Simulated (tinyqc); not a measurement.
# Depletion-mode phase shifter in a rib waveguide and its Mach-Zehnder modulator: effect of the donor density

A lateral p-n junction at x0 in a waveguide whose mode intensity is a Gaussian of rms width s about x = 0; p side at smaller x. Reverse bias removes carriers and raises the index. Abrupt junction, doping uniform over the whole mode, lumped electrode (no travelling-wave effects).

Free-carrier changes (empirical, N and P in cm^-3): |dn| = 8.5e-18 P^0.8 for holes, 8.8e-22 N for electrons; absorption 6e-18 P and 8.5e-18 N in 1/cm. W = sqrt(2 eps0 eps_r (Vb + V)(1/Na + 1/Nd)/q); edges xp = x0 - W Nd/(Na + Nd), xn = x0 + W Na/(Na + Nd); F(x) = [1 + erf(x/(sqrt(2) s))]/2. dneff = G {dn_h [F(xp(0)) - F(xp(V))] + dn_e [F(xn(V)) - F(xn(0))]}; VpiL = lam V/(2 dneff); loss = a0 + 4.343 G {a_h F(xp) + a_e [1 - F(xn)]} dB/cm at V; C = eps0 eps_r hr/W + Cf; fRC = 1/(2 pi Rs C).

Values chosen for this exercise; values close to those of silicon near 1550 nm:
```
symbol,value,unit,meaning
lam,1550,nm,wavelength
eps_r,11.7,,relative permittivity of the semiconductor
Na,6.2e17,cm^-3,acceptor density
Vb,0.87,V,built-in voltage
s,150,nm,rms width of the lateral mode intensity
x0,60,nm,junction offset towards the n side
G,0.96,,vertical confinement times ng/n
hr,310,nm,rib height
Cf,54,pF/m,fringe capacitance
Rs,9.5,ohm mm,series resistance
V,1,V,reverse bias
a0,1,dB/cm,passive loss
```

Constants: q = 1.602176634e-19 C, eps0 = 8.8541878128e-14 F/cm where lengths are in cm. Results are converted to the units shown.

Effect of the donor density:
```
Nd (cm^-3)     dneff  VpiL (V cm)  loss (dB/cm)  VpiL x loss (V dB)  C (pF/m)  fRC (GHz)
5e16        2.143e-5        3.616         10.56               38.20     194.5      86.15
9.4e16      3.048e-5        2.542         10.55               26.82     240.6      69.64
1.7e17      4.114e-5        1.884         10.84               20.42     292.5      57.27
3.3e17      5.465e-5        1.418         11.98               16.99     357.1      46.92
6.1e17      6.713e-5        1.154         14.66               16.92     416.1      40.26
1.1e18      7.753e-5       0.9996         20.02               20.01     465.2      36.01
2.1e18      8.611e-5       0.9000         31.72               28.55     505.8      33.12
4e18        9.173e-5       0.8449         54.58               46.12     532.5      31.46
```

Read the table: what changes, and by how much?

As Nd goes from 5e16 to 4e18 cm^-3, VpiL falls from 3.62 to 0.845 V cm, the loss goes from 10.56 through a minimum of 10.55 (at Nd = 9.4e16 cm^-3 among the rows listed) to 54.58 dB/cm, their product goes from 38.2 through a minimum of 16.9 (at Nd = 6.1e17 cm^-3 among the rows listed) to 46.1 V dB and fRC falls from 86.1 to 31.5 GHz. Rs is held fixed, though in a real device it falls with doping.

Program tinyqc, `OMP_NUM_THREADS=1 python tinyqc.py 2650116 2650117 out.jsonl`; Intel Xeon 2.30GHz, shared host, one thread, about 0.01 s.
